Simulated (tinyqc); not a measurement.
Tuning the antireflection layer: standing waves and exposure in a photoresist film.

Normal incidence from air. Unexposed resist: N1 = n1 + i k1 with k1 = (A + B) lam/(4 pi), lam in micrometres. r01 = (1 - N1)/(1 + N1), t01 = 2/(1 + N1). Below the resist lie the layer Na = na + i ka and the substrate Ns = ns + i ks: r12 = (r1a + ras x)/(1 + r1a ras x), x = exp(4 pi i Na da/lam), r1a = (N1 - Na)/(N1 + Na), ras = (Na - Ns)/(Na + Ns). With p = exp(2 pi i N1 d/lam), the field at depth z is E(z) = t01 [exp(2 pi i N1 z/lam) + r12 p^2 exp(-2 pi i N1 z/lam)]/(1 + r01 r12 p^2), the relative intensity I(z) = n1 |E(z)|^2 and the reflectance R = |(r01 + r12 p^2)/(1 + r01 r12 p^2)|^2.

Parameters, chosen for this exercise (a resist on Al, indices near tabulated ones; the results hold for these values, not for the real material):
- lam = 193 nm (vacuum wavelength)
- n1 = 1.667 (resist index)
- A = 0.13 1/micrometre (bleachable absorption (Dill A))
- B = 0.82 1/micrometre (fixed absorption (Dill B))
- d = 211 nm (resist thickness)
- ns = 0.111 (substrate n)
- ks = 2.159 (substrate k)
- na = 1.78 (n of the bottom antireflection layer)
- ka = 0.332 (its k)

da takes the values listed; the contrast is (Imax - Imin)/(Imax + Imin) over the lowest period of the resist (60 depths).

Results:
```
da (nm)  |r12|^2  contrast
0         0.8902     0.994
10        0.4842     0.926
20        0.1859     0.718
30        0.1057     0.587
40        0.1270     0.636
50        0.1355     0.621
60        0.0849     0.514
75        0.0068     0.171
90        0.0153     0.253
110       0.0281     0.304
140       0.0056     0.134
```

|r12|^2 starts at 0.8902 and is lowest, 0.0056, at 140 nm of those listed, where the contrast is 0.134 against 0.994. The contrast follows 2|r|/(1 + |r|^2), so even |r12|^2 = 0.01 leaves about 0.2. Values below 0.01 occur at 75 and 140 nm.

Computed by tinyqc, a small Python program: `OMP_NUM_THREADS=1 python tinyqc.py 1680608 1680609 out.jsonl` (the numbers bound the seed that draws the inputs); one thread of a shared host (Intel(R) Xeon(R) Processor @ 2.30GHz), about 0.01 s for the whole set of steps.
